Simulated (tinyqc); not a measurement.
# Worked calculation: p-n diode with diffusion and depletion-layer recombination

Computed by the program tinyqc: `OMP_NUM_THREADS=1 python tinyqc.py 2260014 2260015 out.jsonl`, one thread of a shared Intel Xeon 2.30GHz, about 0.01 s for the whole run. Printed values are rounded.

Abrupt junction in the depletion approximation, low injection, full ionisation, neutral widths fixed, ohmic contact on the p side. Vj is the junction voltage; where a series resistance Rs is given, V = Vj + J Rs is the terminal voltage.

Inputs (values chosen for the exercise); band and dielectric values close to those of germanium:
- T = 300 K (temperature)
- Eg = 0.656 eV (band gap)
- eps_r = 15.9 (relative permittivity)
- Nc = 1.02e19 cm^-3 (conduction-band density of states at T)
- Nv = 6.04e18 cm^-3 (valence-band density of states at T)
- Na = 5.7e16 cm^-3 (acceptor density)
- Nd = 2.8e17 cm^-3 (donor density)
- mun = 2500 cm^2/(V s) (electron mobility in the p side)
- mup = 830 cm^2/(V s) (hole mobility in the n side)
- tn = 2e-9 s (electron lifetime)
- tp = 5e-8 s (hole lifetime)
- wp = 0.27 um (neutral width of the p side)
- wn = 6.1 um (neutral width of the n side)
- Sp = 1e7 cm/s (recombination velocity at the n contact)
- Rs = 0.00013 ohm cm^2 (series resistance)
- Et = 0 eV (trap level above the intrinsic level)
- Vj = 0.24 V (junction voltage at which recombination is evaluated)
- V = 0.28 V (terminal voltage)

Constants: q = 1.602176634e-19 C, kB = 1.380649e-23 J/K, Vt = kB T/q, eps0 = 8.8541878128e-14 F/cm where lengths are in cm. Results are converted to the units shown.

## Diffusion lengths and saturation currents

ni = sqrt(Nc Nv) exp(-Eg/(2 Vt)), Eg in volts; D = mu Vt; Ln = sqrt(Dn tn), Lp = sqrt(Dp tp); J0n = q ni^2 Dn coth(wp/Ln)/(Ln Na); J0p = (q ni^2 Dp/(Lp Nd)) (s + tanh(wn/Lp))/(1 + s tanh(wn/Lp)), s = Sp Lp/Dp.

ni = 2.424717e13 cm^-3
Ln = 3.595275 um
Lp = 10.35789 um
J0n = 0.003963177 A/cm^2
J0p = 1.313408e-5 A/cm^2

wp/Ln = 0.075 and wn/Lp = 0.59; electrons carry 99.7 % of the diffusion current.

## Recombination in the depleted layer

ni = sqrt(Nc Nv) exp(-Eg/(2 Vt)), Eg in volts. Vbi = Vt ln(Na Nd/ni^2), W = sqrt(2 eps0 eps_r (Vbi - Vj)(1/Na + 1/Nd)/q), xp = W Nd/(Na + Nd), xn = W Na/(Na + Nd); u(x) = q Na (x + xp)^2/(2 eps0 eps_r) for x < 0 and Vbi - Vj - q Nd (xn - x)^2/(2 eps0 eps_r) for x > 0; p = Na exp(-u/Vt), n = Nd exp((u - Vbi + Vj)/Vt); U = ni^2 (exp(Vj/Vt) - 1)/(tp (n + ni exp(Et/Vt)) + tn (p + ni exp(-Et/Vt))); J_scr = q times the integral of U from -xp to xn. Trapezoid rule on 12 equal steps.

W = 86.68544 nm
x, point 0 to 12 (nm): [-72.02351, -64.79973, -57.57594, -50.35215, -43.12837, -35.90458, -28.68079, -21.45700, -14.23322, -7.00943, 0.21436, 7.43814, 14.66193]
u, point 0 to 12 (V): [0.0000000, 0.0016925, 0.0067702, 0.0152329, 0.0270807, 0.0423135, 0.0609315, 0.0829345, 0.1083226, 0.1370958, 0.1692453, 0.1941880, 0.2025023]
n, point 0 to 12 (cm^-3): [1.109864e14, 1.184959e14, 1.442127e14, 2.000649e14, 3.163770e14, 5.703033e14, 1.171855e15, 2.744786e15, 7.328415e15, 2.230378e16, 7.735099e16, 2.029948e17, 2.8e17]
p, point 0 to 12 (cm^-3): [5.7e16, 5.338773e16, 4.386732e16, 3.162088e16, 1.999585e16, 1.109274e16, 5.398474e15, 2.304816e15, 8.632462e14, 2.836391e14, 8.178597e13, 3.116447e13, 2.259366e13]
U, point 0 to 12 (cm^-3 s^-1): [5.236014e22, 5.550699e22, 6.575088e22, 8.490123e22, 1.108373e23, 1.217370e23, 8.953419e22, 4.420130e22, 1.712371e22, 5.662972e21, 1.634965e21, 6.231502e20, 4.517891e20]
J_scr = 0.07221111 A/cm^2

With 2000 steps J_scr = 0.07221 A/cm^2; the coarse value is within 0.01 % of it. U is largest at x = -35.9 nm among these points; the peak lies where tp n = tn p. On the fine grid U peaks at 1.227e23 cm^-3 s^-1, and J_scr/(q U_max) is 42.4 % of W, the effective width of the recombining zone.

## Starting value

Vj = Vt ln(V/(Rs J0)), the value at which all of V would drop over Rs.

Vj at the start = 0.3413087 V

## Iteration 1: new Vj

J0 = J0n + J0p = 0.003976311 A/cm^2

Diffusion current alone: J = J0 (exp(Vj/Vt) - 1), g = Vj + J Rs - V, g' = 1 + Rs J0 exp(Vj/Vt)/Vt, Vj(new) = Vj - g/g'.

J = 2153.842 A/cm^2
g = 0.3413082 V
g' = 11.83088
Vj after iteration 1 = 0.3124598 V

## Iteration 2: new Vj

As before.

J = 705.6213 A/cm^2
g = 0.1241906 V
g' = 4.548325
Vj after iteration 2 = 0.2851551 V

## Iteration 3: new Vj

As before.

J = 245.3966 A/cm^2
g = 0.03705668 V
g' = 2.234027
Vj after iteration 3 = 0.2685677 V

## Course of the iteration

Stop when the step is below 1e-10 V, or after 80 iterations.

Course of the iteration:
```
iteration  Vj before the step (V)   step (V)
1                       0.3413087    -0.0288
2                       0.3124598    -0.0273
3                       0.2851551    -0.0166
4                       0.2685677   -3.25e-3
5                       0.2653176   -8.10e-5
6                       0.2652366   -4.62e-8
7                       0.2652366  -1.50e-14
```

Converged in 7 iterations.
